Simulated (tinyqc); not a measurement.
Metal-interlayer-semiconductor contact, depinning against tunnelling resistance: one step of the calculation.

Zero bias, n-type semiconductor. Gap states at the semiconductor surface thin out as exp(-be ti), which unpins the barrier; electrons must then cross the interlayer (a rectangular barrier, no voltage drop across it) and the parabolic depleted layer, both by WKB. Energies E are counted from the Fermi level; no image force, parabolic bands.

Task. Exponents and integrand on an energy grid. With U = phiB - xi: for xi < E < phiB, y = (E - xi)/U and G1 = (U/E00) [sqrt(1 - y) - y ln((1 + sqrt(1 - y))/sqrt(y))], G1 = 0 above phiB; G2 = 2 ti sqrt(mi max(phiB + dE - E, 0)/C), C = hbar^2/(2 m0); f = 1/(1 + exp(E/Vt)); integrand exp(-G1 - G2) f.

Inputs (values chosen for the exercise); semiconductor values close to those of germanium; interlayer mass of the order of that in hafnium oxide, offset chosen freely: temperature T = 300 K; interlayer thickness ti = 1.4 nm; conduction-band offset of the interlayer above the semiconductor dE = 1.55 eV; tunnelling mass in the interlayer mi = 0.2 m0.

Constants: q = 1.602176634e-19 C, kB = 1.380649e-23 J/K, hbar = 1.054571817e-34 J s, m0 = 9.1093837015e-31 kg, Vt = kB T/q, hbar^2/(2 m0) = 0.0380998212 eV nm^2. Results are converted to the units shown.

E, point 0 to 12 (eV): 0.01  0.03333  0.05667  0.08  0.10333  0.12667  0.15  0.17333  0.19667  0.22  0.24333  0.26667  0.29
phiB = 0.22060644 eV
xi = 0.0079679139 eV
E00 = 0.032991928 eV

Wanted: G1; G2; f; integrand.

Result.

```
point     G1     G2         f  integrand (1e-7)
0      6.229  8.512    0.4045             1.604
1      4.722  8.456    0.2160             4.085
2      3.641  8.399    0.1005             5.933
3      2.760  8.341   0.04333             6.540
4      2.022  8.284   0.01804             6.033
5      1.402  8.225  0.007393             4.874
6      0.886  8.167  0.003012             3.524
7      0.473  8.108  0.001224             2.297
8      0.166  8.048  4.964e-4             1.344
9      0.001  7.988  2.014e-4             0.683
10     0.000  7.928  8.170e-5             0.294
11     0.000  7.867  3.312e-5             0.127
12     0.000  7.806  1.343e-5             0.055
```

Range of the model: The depletion charge would drop about 0.062 V across such an interlayer (eps_r near 20) at ti = 1.4 nm and Nd = 6.2e18 cm^-3, against a band bending of 0.21 V; this model leaves that drop out.

Numbers from tinyqc (`OMP_NUM_THREADS=1 python tinyqc.py 2270092 2270093 out.jsonl`; about 0.03 s on one thread of a shared Intel Xeon 2.30GHz).
